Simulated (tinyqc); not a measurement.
Hole subbands of a hard-walled well, four-band Luttinger model, step by step. Values are carried at full precision from step to step, so a last printed digit may differ when a step is redone from the rounded ones.

Constants: hbar^2/2m0 = 3.80998211 eV angstrom^2.

Inputs chosen for the exercise (near those of GaAs; not measured data):
```
symbol  value    unit        meaning
b       -1.94    eV          shear deformation potential
C11     121.9    GPa
C12     55.9     GPa
e_par   -0.0044              strain in the plane
g1      7.02                 Luttinger gamma1
g2      2.07                 gamma2
L       60       angstrom    well width along [001]
g3      2.94                 gamma3
k       0.0619   1/angstrom  wave vector in the plane
N       4                    sines for each component
kmax    0.126    1/angstrom  end of the path
```

## Shear strain energy

e_perp = -2 (C12/C11) e_par and Zs = b (e_par - e_perp); Zs > 0 lifts the heavy-hole edge by Zs and lowers the light-hole edge by Zs.

e_perp = 0.00404
shear strain energy Zs = 0.01636 eV

## Levels at k = 0

R and S vanish: HHn = c (g1 - 2 g2)(n pi/L)^2 - Zs and LHn = c (g1 + 2 g2)(n pi/L)^2 + Zs, c = hbar^2/2m0, hole energies counted downwards. Sort HH1 to HH4 and LH1, LH2.

Levels:
```
subband  E (eV)
HH1      0.0137
HH2      0.1040
LH1      0.1329
HH3      0.2544
HH4      0.4650
LH2      0.4826
```

The top subband is HH1, 90.2 meV from HH2.

## The matrix at one k

Hole energies are counted downwards from the unstrained band edge, c = hbar^2/2m0. After the usual block transformation one block is H = [[P + Q - Zs, R - i S], [R + i S, P - Q + Zs]] in (heavy, light), with P +/- Q = c [(g1 +/- g2) k^2 + (g1 -/+ 2 g2) kz^2], R = sqrt(3) c gR k^2, S = 2 sqrt(3) c g3 k kz, kz = -i d/dz; axial approximation gR = (g2 + g3)/2. Zs = b (e_par - e_perp) is the shear part of the strain (the hydrostatic part shifts all levels alike and is left out). Basis sqrt(2/L) sin(n pi z/L), n = 1 to N, for each component: kz^2 gives (n pi/L)^2 and the heavy-light block is R delta_nm - 2 sqrt(3) c g3 k D_nm with D_nm = 4 n m/(L (n^2 - m^2)) for n + m odd, 0 otherwise. The other block has the same levels. The split-off band is left out.

Fill in the 2N x 2N matrix, in meV.

H(k) (meV):
```
        h1       h2       h3       h4       l1       l2       l3       l4
h1  146.42        0        0        0    63.34   106.75        0    42.70
h2       0   236.66        0        0  -106.75    63.34   192.15        0
h3       0        0   387.08        0        0  -192.15    63.34   274.50
h4       0        0        0   597.65   -42.70        0  -274.50    63.34
l1   63.34  -106.75        0   -42.70   205.20        0        0        0
l2  106.75    63.34  -192.15        0        0   554.90        0        0
l3       0   192.15    63.34  -274.50        0        0  1137.75        0
l4   42.70        0   274.50    63.34        0        0        0  1953.74
```

## Levels and mixing

Diagonalise; give the four lowest hole energies and the weight of the heavy component (the first half of the basis) in each.

levels (meV): 65.13  117.06  246.51  296.18

heavy weight: 0.597  0.794  0.829  0.469

The most mixed of the four is number 4, with 47 % heavy character. Against 60 sines these levels lie 0.9, 1.4, 3.8 and 4.1 meV too high: the small basis is not converged.

## Dispersion in the plane

N = 20, nine points from 0 to kmax.

Hole energies (meV):
```
k (1/angstrom)      E1      E2      E3      E4  heavy weight of 1  heavy weight of 2
0.0000           13.72  103.96  132.93  254.38              1.000              1.000
0.0158           20.47   93.27  153.84  249.75              0.995              0.726
0.0315           37.98   85.28  193.35  240.69              0.952              0.635
0.0473           55.05   94.05  236.19  242.07              0.758              0.738
0.0630           64.88  117.31  243.71  295.94              0.587              0.791
0.0788           76.10  137.37  262.40  350.00              0.512              0.724
0.0945           92.11  152.02  280.48  400.32              0.470              0.649
0.1103          113.39  166.50  293.14  440.85              0.440              0.595
0.1260          139.86  184.19  304.13  467.40              0.419              0.556
```

At small k the hole energy falls in subbands 2 and 4: an electron-like mass, caused by repulsion from a deeper subband. E2 - E1 is smallest, 39.0 meV, at k = 0.0473 of the points listed. The top subband goes from 1.00 to 0.42 in heavy weight.

## Mass of HH1 in the plane

Second order in k: 1/m = g1 + g2 - sum_n 12 c g3^2 D_1n^2/(LHn - HH1) over even n up to 60, with D_1n = 4n/(L (n^2 - 1)) in size, LHn - HH1 = c [(g1 + 2 g2) n^2 - (g1 - 2 g2)](pi/L)^2 + 2 Zs, c = hbar^2/2m0.

LHn - HH1 for n = 2, 4, 6 (meV): 468.9  1867.8  4199.1
terms for n = 2, 4, 6: 1.6647  0.0669  0.0123
sum of all terms = 1.7510
mass without mixing, 1/(g1 + g2) = 0.1100 m0
1/m with mixing = 7.3390 1/m0

Mixing with the light holes takes m from 0.110 to 0.136 m0.

## Checks

- 1/m of HH1 from the full matrix (N = 60) at small k against second order: both 7.339.
- The 2 x 2 block with gR = g2 (k along [100]) for a plane wave (k, 0, pi/L) against the bulk heavy-hole formula, eV: both 0.03897.
- Lowest level at the given k on a real-space grid of 240 points against 60 sines, eV: both 0.0642.

Computed by tinyqc, a small Python program: `OMP_NUM_THREADS=1 python tinyqc.py 1280997 1280998 out.jsonl` (the numbers bound the seed that draws the inputs); one thread of a shared host (Intel(R) Xeon(R) Processor @ 2.30GHz), about 0.2 s for the whole set of steps.
